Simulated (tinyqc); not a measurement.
# True capacitance, leakage and series resistance from two frequencies

Problem. A capacitance C in parallel with G and in series with Rs is measured as Cp and D = Gp/(w Cp) at two frequencies. The series reading Cs = Cp (1 + D^2) equals C + G^2/(w^2 C), and Re Z = D/(w Cp (1 + D^2)) = Rs + G/(G^2 + w^2 C^2). Find C, G and Rs.

f (Hz): [1e5, 1e6]
Cp (pF): [3.14495725, 3.14495623]
D: [1.26512542, 0.127079944]

Solution. w^2 Cs = w^2 C + G^2/C is a straight line in w^2 with slope C; the intercept gives G, and the real part then gives Rs.

C = 3.15 pF
G = 2.50 uS
Rs = 29.0 ohm

Computed by the program tinyqc: `OMP_NUM_THREADS=1 python tinyqc.py 2022088 2022089 out.jsonl`, one thread of a shared Intel Xeon 2.30GHz, about 0.01 s for the whole run.
